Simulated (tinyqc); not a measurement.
Worked calculation: optical gain and spontaneous emission in a bulk direct-gap semiconductor. Values are carried at full precision from step to step, so a last printed digit may differ when a step is redone from the rounded ones.

F_j(eta) = (1/Gamma(j + 1)) integral_0^infinity x^j dx/(1 + exp(x - eta)), which tends to exp(eta) for eta << 0.

Quasi-Fermi levels: n = Nc F_1/2(Fc/kT) and p = Nv F_1/2(Fv/kT), Fc counted up from the conduction edge and Fv down from the valence edge; Nc, Nv from N = 2 (m kB T/(4 pi c))^(3/2) with c = hbar^2/2m0, in 1/angstrom^3; times 1e24 for 1/cm^3, with me and (mhh^(3/2) + mlh^(3/2))^(2/3).

Constants: hbar^2/2m0 = 3.80998211 eV angstrom^2; kB = 8.617333262e-05 eV/K; fine-structure constant alpha = 0.007297352564; hbar = 6.58211957e-16 eV s; hbar c = 1973.269805 eV angstrom.

Parameters, chosen for this exercise (near those of InGaAs; the results hold for these values, not for the real material):
- me = 0.0406 m0 (electron mass)
- mhh = 0.441 m0 (heavy-hole mass)
- mlh = 0.0505 m0 (light-hole mass)
- n = 2.7e+18 1/cm^3 (injected density, n = p)
- T = 350 K
- Eg = 0.768 eV (direct gap)
- Ep = 22.3 eV (Kane energy)
- nr = 3.6 (refractive index)
- E = 0.846 eV (photon energy)

## Quasi-Fermi levels

Solve for Fc and Fv.

kT = 0.030161 eV
Nc = 2.587e+17 1/cm^3
Nv = 9.620e+18 1/cm^3
Fc = 0.1696 eV
Fv = -0.0353 eV
Fc + Fv = 0.1343 eV

The separation of the quasi-Fermi levels exceeds the gap, so photons between Eg and Eg + (Fc + Fv) see gain. The quasi-Fermi level of the electrons lies inside the band, that of the holes in the gap.

## Absorption of the empty crystal

Parabolic bands, vertical transitions, no excitons. For each hole band j: mr = me mj/(me + mj); joint density of states J_j(E) = (mr/c)^(3/2) sqrt(E - Eg)/(2 pi^2), both spins, c = hbar^2/2m0; averaged matrix element |e.p|^2 = m0 Ep/6; alpha_j(E) = 4 pi^2 alpha_f c Ep J_j/(3 nr E) in 1/angstrom (alpha_f the fine-structure constant, listed as alpha among the constants), times 1e8 for 1/cm.

Evaluate at E for heavy and light holes.

mr, J and alpha of each hole band:
```
hole   mr (m0)  J (1/(eV angstrom^3))  alpha (1/cm)
heavy  0.03718              1.364e-05        3653.5
light  0.02251              6.424e-06        1720.8
```

The heavy-hole band gives 68 % of the total, 5374 1/cm.

## Occupations and gain at E

For band j the electron sits at Ee = (E - Eg) mr/me above its edge and the hole at Eh = (E - Eg) mr/mj; fe = 1/(1 + exp((Ee - Fc)/kT)), fh = 1/(1 + exp((Eh - Fv)/kT)); gain g = sum_j alpha_j (fe + fh - 1).

Use mr and alpha from the table.

Energies, occupations and gain of each hole band:
```
hole   Ee (eV)  Eh (eV)     fe     fh  g (1/cm)
heavy   0.0714   0.0066  0.963  0.199       593
light   0.0432   0.0348  0.985  0.089       128
```

total gain = 721 1/cm

E - Eg = 0.0780 eV is below Fc + Fv = 0.1343 eV, so both bands give gain (Bernard-Duraffourg).

## Spontaneous emission

Spontaneous rate: R = integral of (nr E/(hbar c))^2/(pi^2 hbar) sum_j alpha_j fe fh dE, with alpha in 1/cm and (nr E/(hbar c))^2 in 1/cm^2 (1e16 per 1/angstrom^2); B = R/(n p); lifetime n/R.

Integrate over photon energy.

R = 5.94e+26 1/(cm^3 s)
B = 8.14e-11 cm^3/s
radiative lifetime = 4.55 ns

## Checks

- B at n = 1e13 1/cm^3 against the van Roosbroeck-Shockley value from alpha and ni^2 (cm^3/s): both 1.27e-10.

Run: tinyqc, `OMP_NUM_THREADS=1 python tinyqc.py 1652227 1652228 out.jsonl`; Intel(R) Xeon(R) Processor @ 2.30GHz, one thread, shared host; about 0.09 s of CPU time with all checks.
